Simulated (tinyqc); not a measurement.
Inside a calculation: deformation-potential model of the Delta valleys of a conduction band. Values are carried at full precision from step to step, so a last printed digit may differ when a step is redone from the rounded ones.

s11 = (C11 + C12)/((C11 - C12)(C11 + 2 C12)), s12 = -C12/((C11 - C12)(C11 + 2 C12)), s44 = 1/C44; exx = s11 sxx + s12 (syy + szz) and cyclic, exy = s44 sxy/2; tension is positive. A uniaxial stress X along the unit vector n is s_ij = X n_i n_j. Biaxial (001) means sxx = syy = X.

Constants: kB = 8.617333262e-05 eV/K; hbar^2/2m0 = 3.80998211 eV angstrom^2.

Parameters, chosen for this exercise (near those of Si; not measured data):
```
symbol  value          unit  meaning
C11     166.2          GPa
C12     64.6           GPa
C44     81.6           GPa
load    biaxial (001)        kind of stress
X       -1.06          GPa   stress
Xd      1.14           eV    dilation potential
Xu      8.84           eV    uniaxial potential
T       300            K     temperature
ml      0.939          m0    longitudinal mass
mt      0.195          m0    transverse mass
```

## Strain from a biaxial (001) stress

Form the compliances and the strain.

s11, s12, s44 (1/TPa): 7.6901  -2.1524  12.2549

strain tensor:
```
           x          y         z
x  -0.005870   0.000000  0.000000
y   0.000000  -0.005870  0.000000
z   0.000000   0.000000  0.004563
```

## Valley shifts

Valleys with axes along x, y and z, each a pair at +k and -k. Herring-Vogt shift of a valley with unit axis a: dE = Xd tr(e) + Xu a.e.a. Non-degenerate shares n_i = exp(-dE_i/kT)/sum_j exp(-dE_j/kT). Inverse mass tensor of a valley: (1 - a a)/mt + a a/ml; the masses are taken as independent of strain.

Apply the Herring-Vogt formula to each valley.

Xd tr(e) = -8.18 meV

a.e.a: x -0.005870, y -0.005870, z 0.004563

shifts dE (meV): x -60.07, y -60.07, z 32.16

The lowest valleys are x and y, 92.2 meV below the highest; the mean shift over all valleys is (Xd + Xu/3) tr(e) = -29.33 meV.

## Shares of the electrons

Boltzmann factors of the shifts.

kT = 25.852 meV

shares: x 0.4930, y 0.4930, z 0.0139

effective number of valley axes, 1/(largest share) = 2.028

## Conductivity mass tensor

With one scattering time for all valleys the conductivity goes as M = sum_i n_i (inverse mass tensor of valley i); along the unit vector u, 1/m_c = u.M.u. Without stress 1/m_c = (1/ml + 2/mt)/3. Take u along [001].

M (1/m0):
```
       x      y      z
x  3.125  0.000  0.000
y  0.000  3.125  0.000
z  0.000  0.000  5.072
```

m_c along [001] = 0.1972 m0
m_c without stress = 0.2650 m0

The repopulation alone changes the mobility along [001] by +34.4 %; with all electrons in the valleys lightest or heaviest along this direction it would change by +36 or -72 %.

## Effective density of states

Each of the 6 whole valleys has m_d = (ml mt^2)^(1/3) and N = 2 (m_d kT/(4 pi c))^(3/2), c = hbar^2/2m0. Counted from the lowest edge, Nc = N x 2 x sum_i exp(-(dE_i - dE_min)/kT). 1 angstrom^-3 = 1e24 cm^-3.

m_d = 0.3293 m0
N of one valley = 4.742e+18 cm^-3
Nc under stress = 1.923e+19 cm^-3
Nc without stress = 2.845e+19 cm^-3

## Piezoresistance from repopulation

For small stress d(rho)/rho = pi X. For valleys on the cube axes pi11 = -(2/3) Xu (s11 - s12)/kT x (K - 1)/(2K + 1), pi12 = -pi11/2, pi44 = 0, K = ml/mt. For stress along [110]: pi_l = (pi11 + pi12 + pi44)/2 with the current along it and pi_t = (pi11 + pi12 - pi44)/2 with the current along [1-10]. 1/GPa = 100 x 1e-11/Pa.

K = 4.815

pi11, pi12, pi44 (1e-11/Pa): -80.5  40.3  0.0

pi_l, pi_t for [110] (1e-11/Pa): -20.1  -20.1

Only the transfer between valleys is counted; changes of mass and of intervalley scattering add to it in a real crystal.

## Checks

- Conductivity mass at zero stress against 3/(1/ml + 2/mt): both 0.2649855.
- Piezoresistance coefficients by finite differences against the closed form: largest difference 1.2e-08.

Run: tinyqc, `OMP_NUM_THREADS=1 python tinyqc.py 1080832 1080833 out.jsonl`; Intel(R) Xeon(R) Processor @ 2.30GHz, one thread, shared host; about 0.04 s of CPU time with all checks.
